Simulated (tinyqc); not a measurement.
From results back to parameters: quantum well in an electric field by finite differences. Three cases, with inputs chosen for the exercise.

Problem. For hard walls second order gives dE1 = -C m (e F)^2 L^4/(2c) with C = (15/pi^2 - 1)/(24 pi^2) and c = hbar^2/2m0; 1 kV/cm = 1e-5 eV/angstrom. The shift below was computed from a hidden field. The formula holds while e F L is small against E2 - E1 = 3 c pi^2/(m L^2).

Constants: hbar^2/2m0 = 3.80998211 eV angstrom^2.

Case 1.

Values chosen (out of a larger set: near those of a GaAs well in AlGaAs; not measured data): Lh = 95 angstrom (width); mh = 0.0663 m0 (mass).

|dE1| = 1.17715 meV

Case 2.

Values chosen (out of a larger set: near those of an InGaAs well in InAlAs; not measured data): Lh = 210 angstrom (width); mh = 0.0401 m0 (mass).

|dE1| = 0.898398 meV

Case 3.

Values chosen (out of a larger set: near those of a GaAs well in AlGaAs; not measured data): Lh = 70 angstrom (width); mh = 0.48 m0 (mass).

|dE1| = 0.298719 meV

Find: C; F; e F L/(E2 - E1).

Solution. F = sqrt(2c |dE1|/(C m L^4)). The last ratio is below 1, so second order is a fair guide.

Case 1.

C = 0.002195
F = 87.0 kV/cm
e F L/(E2 - E1) = 0.44

Case 2.

C = 0.002195
F = 20.0 kV/cm
e F L/(E2 - E1) = 0.66

Case 3.

C = 0.002195
F = 30.0 kV/cm
e F L/(E2 - E1) = 0.44

Computed by tinyqc, one run a case: `OMP_NUM_THREADS=1 python tinyqc.py N N+1 out.jsonl` with N = 1281210, 1281241, 1281298; one thread of a shared Intel(R) Xeon(R) Processor @ 2.30GHz, about 0.04 s a run at most.
